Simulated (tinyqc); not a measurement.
Which lattice a d-band metal prefers: Slater-Koster d bands of a bcc metal.

Slater-Koster d bands. For a bond with direction cosines (l, m, n) the 5 x 5 block is dds Ps + ddp Pp + ddd (1 - Ps - Pp), the projectors on sigma, pi and delta states about the bond; for instance <xy|xy> = 3 l^2 m^2 dds + (l^2 + m^2 - 4 l^2 m^2) ddp + (n^2 + l^2 m^2) ddd, <xy|yz> = 3 l m^2 n dds + l n (1 - 4 m^2) ddp + l n (m^2 - 1) ddd and <3z2-r2|3z2-r2> = (n^2 - (l^2 + m^2)/2)^2 dds + 3 n^2 (l^2 + m^2) ddp + (3/4)(l^2 + m^2)^2 ddd. H(k) sums the blocks times cos(k.R) over the neighbours; the d level is the zero of energy; k in 2 pi/a.

Mesh: k = f1 b1 + f2 b2 + f3 b3 with fractions (j + 1/2)/N, j = 0 to N - 1, and b = (-1,1,1), (1,-1,1), (1,1,-1) for fcc, (0,1,1), (1,0,1), (1,1,0) for bcc, unit vectors for simple cubic. The lowest Nd/10 of all levels are filled with two electrons each; the bond energy is their sum per atom.

Inputs chosen for the exercise (of the size met in Nb; shifted at random, so the results belong to these values and not to a real crystal): dds = -1.2 eV (dd sigma); ddp = 0.48 eV (dd pi); ddd = -0.18 eV (dd delta); f2 = 0.44 (factor on all three integrals for second neighbours); N = 8 (mesh).

fcc has twelve neighbours, bcc eight and six (the six times f2), simple cubic six. The integrals of bcc and sc are scaled so that all three have the second moment of fcc, which stands for equal repulsion (structural energy difference theorem). s and p electrons are left out.

Bond energy per atom:

| Nd | fcc (eV) | bcc - fcc (meV) | sc - fcc (meV) |
|---|---|---|---|
| 1 | -3.375 | 188 | -535 |
| 2 | -5.844 | 30 | -272 |
| 3 | -7.685 | -351 | 130 |
| 4 | -9.079 | -382 | 803 |
| 5 | -9.608 | 62 | 1072 |
| 6 | -9.169 | 435 | 893 |
| 7 | -7.841 | 394 | 286 |
| 8 | -5.905 | 109 | -212 |
| 9 | -3.290 | -206 | -620 |

scale factors: bcc 1.1445, sc 1.4142

mu3/mu2^1.5: fcc -0.016, bcc -0.017, sc 0.000

mu4/mu2^2: fcc 1.765, bcc 1.738, sc 2.936

largest change of a difference when N is raised to 14 = 46 meV

What does the comparison show, and why?

fcc is lowest for Nd = 5, 6 and 7. bcc is lowest for Nd = 3 and 4. sc is lowest for Nd = 1, 2, 8 and 9. bcc gains most on fcc at Nd = 4 (-382 meV). A small fourth moment marks a two-peaked band, which tends to favour fillings near one half; bcc has -2 % against fcc, and at Nd = 5 it lies +62 meV from fcc, which the fourth moment alone does not explain (differences of a few tens of meV are within the error of the mesh; hcp is left out, and this d-only model can miss the lattice of the real metal). The third moments, from three-membered rings, skew the bands. That simple cubic wins anywhere comes from keeping d bands and equal second moments alone; no transition metal takes it. Differences below about 46 meV are within the error of this mesh, and the s and p electrons left out weigh most where the d band is nearly empty or full.

(tinyqc, `OMP_NUM_THREADS=1 python tinyqc.py 1450333 1450334 out.jsonl`, Intel(R) Xeon(R) Processor @ 2.30GHz, 1 thread, shared host, about 0.03 s.)
